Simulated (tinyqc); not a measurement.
From junction depth x_j back to drive-in time t2: two-step dopant diffusion (predeposition and drive-in) with a constant diffusivity. Computed by tinyqc, a small Python program. Command: `OMP_NUM_THREADS=1 python tinyqc.py 3003978 3003979 out.jsonl dopdiff inv`. One thread of a shared host (Intel(R) Xeon(R) Processor @ 2.30GHz), about 0.05 s of CPU time with the checks.

Fick diffusion into a half space x > 0 whose background doping C_B is of the opposite type, so that a junction lies where C = C_B.

Inputs (values chosen for the exercise, modelled on gallium in silicon):

| quantity | value | unit |
|---|---|---|
| prefactor D0 | 0.33 | cm^2/s |
| activation energy E | 3.42 | eV |
| surface concentration C_s | 1.4e+18 | 1/cm^3 |
| background doping C_B | 6.3e+15 | 1/cm^3 |
| predeposition temperature T1 | 950 | C |
| predeposition time t1 | 10 | min |
| drive-in temperature T2 | 1150 | C |

Furnace ramps of the drive-in: none.

Constants: k_B = 8.617333262e-05 eV/K.

Method:
- D = D0 exp(-E/(k_B T)).
- Temperatures in kelvin are T(C) + 273.15.
- Times in seconds are 60 times the minutes.
- (Dt)2 = D2 t2, t2 in seconds.
- C = C_s erfc(x/(2 sqrt(D1 t1))); dose Q = 2 C_s sqrt(D1 t1/pi); the junction solves erfc(z) = C_B/C_s with x_j = 2 z sqrt(D1 t1).
- With a sealed surface and a thin source, C = Q/sqrt(pi (Dt)2) exp(-x^2/(4 (Dt)2)); x_j = 2 sqrt((Dt)2 ln(C(0)/C_B)); gradient at the junction |dC/dx| = C_B x_j/(2 (Dt)2).

Problem. A run gave the result below. Find the drive-in time t2, known to lie between 36 and 120 min.

junction depth x_j = 0.8149226 um

Solution.

Each step takes the trial c = (a f_b - b f_a)/(f_b - f_a), f being the result less the target and a, b, c the logarithms of the listed values; c replaces end b, the old b replaces a if the sign of f changed, and otherwise f_a is halved.

Scan of the range:

| drive-in time t2 (min) | junction depth x_j (um) |
|---|---|
| 36.0 | 0.66965 |
| 44.0 | 0.72181 |
| 53.8 | 0.77711 |
| 65.7 | 0.83500 |
| 80.3 | 0.89597 |
| 98.2 | 0.95976 |
| 120.0 | 1.02561 |

False position (Illinois rule, in the logarithm of the input) inside the bracket:

| step | end a | end b | trial | junction depth x_j (um) |
|---|---|---|---|---|
| 1 | 53.8000 | 65.7000 | 61.3014 | 0.814596 |
| 2 | 65.7000 | 61.3014 | 61.3694 | 0.814920 |
| 3 | 65.7000 | 61.3694 | 61.3706 | 0.814925 |
| 4 | 61.3694 | 61.3706 | 61.3700 | 0.814923 |

Junction depth x_j rises at every point of a 13-point scan of the range (every second point is shown), so one value fits; it is bracketed by 53.8 and 65.7. Answer: drive-in time t2 = 61.37 min.
